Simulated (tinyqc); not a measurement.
## Thermophotovoltaic cell, detailed-balance limit: effect of the band gap

Every photon above the gap Eg makes one pair and none below is absorbed; carriers thermalise at T and move without loss. Jsc = q F Phi(Eg, Ts); the dark current is J0 = q ge Phi(Eg, T)/ERE with the Boltzmann factor exp(V/Vt). Photons below the gap return to the emitter with reflectance Rf, and the efficiency is the electrical power over the radiant power not returned (luminescence back to the emitter is not credited).

Photon flux above E from a black body at temperature T into a hemisphere: Phi(E, T) = A sum_k exp(-k E/th)[E^2 th/k + 2 E th^2/k^2 + 2 th^3/k^3], k = 1, 2, ..., with th = kB T/q in eV and A = 2 pi q^3/(h^3 c^2). J(V) = Jsc - J0 (exp(V/Vt) - 1); Voc = Vt ln(1 + Jsc/J0); at maximum power v = Vmp/Vt solves (1 + v) exp(v) = 1 + Jsc/J0. Pin = F sigma Ts^4, sigma = 2 pi^5 kB^4/(15 h^3 c^2). Power above the gap: Pg = F A q sum_k exp(-k Eg/th)[Eg^3 a + 3 Eg^2 a^2 + 6 Eg a^3 + 6 a^4], a = th/k at Ts; power not returned Pab = Pin - Rf (Pin - Pg). FF = Vmp Jmp/(Voc Jsc).

Values chosen for this exercise: cell temperature T = 280 K; emitter temperature Ts = 2000 K; share of the hemisphere filled by the emitter F = 0.94; reflectance for photons below the gap Rf = 0.9; external radiative efficiency ERE = 0.1; number of faces that emit ge = 2.

Constants: q = 1.602176634e-19 C, kB = 1.380649e-23 J/K, h = 6.62607015e-34 J s, c = 299792458 m/s, Vt = kB T/q. Results are converted to the units shown.

Result of one run:
```
Eg (eV),Jsc (mA/cm^2),Voc (V),Eg/q - Voc (V),FF,efficiency (%)
0.85,1.995e4,0.7130,0.1370,0.8556,43.36
```

What becomes of these results when the band gap Eg is changed from 0.85 to 1.15 eV, all else the same?

Result of the changed run:
```
Eg (eV),Jsc (mA/cm^2),Voc (V),Eg/q - Voc (V),FF,efficiency (%)
1.15,5774,0.9688,0.1812,0.8855,31.63
```

The whole series:
```
Eg (eV),Jsc (mA/cm^2),Voc (V),Eg/q - Voc (V),FF,efficiency (%)
0.55,5.909e4,0.4594,0.09058,0.8011,41.87
0.7,3.517e4,0.5857,0.1143,0.8330,44.46
0.85,1.995e4,0.7130,0.1370,0.8556,43.36
1,1.089e4,0.8407,0.1593,0.8724,38.83
1.15,5774,0.9688,0.1812,0.8855,31.63
1.3,2988,1.097,0.2029,0.8959,23.29
1.45,1515,1.226,0.2244,0.9045,15.56
1.6,756.0,1.354,0.2459,0.9117,9.564
```

As Eg goes from 0.55 to 1.6 eV, Jsc falls from 59100 to 756 mA/cm^2, Voc rises from 0.459 to 1.35 V and the efficiency goes from 41.9 through a maximum of 44.5 (at Eg = 0.7 eV among the rows listed) to 9.56 %. A wider gap raises the voltage and loses photons, hence the maximum. For Eg = 0.55 to 0.85 eV Voc lies within 6 Vt of the gap, where the Boltzmann form of the emission begins to fail. For Eg = 0.55 to 0.7 eV the current passes 20 A/cm^2, where series resistance and heating, left out here, would dominate.

tinyqc, about 0.01 s, one thread, Intel Xeon 2.30GHz (shared host): `OMP_NUM_THREADS=1 python tinyqc.py 2820114 2820115 out.jsonl`
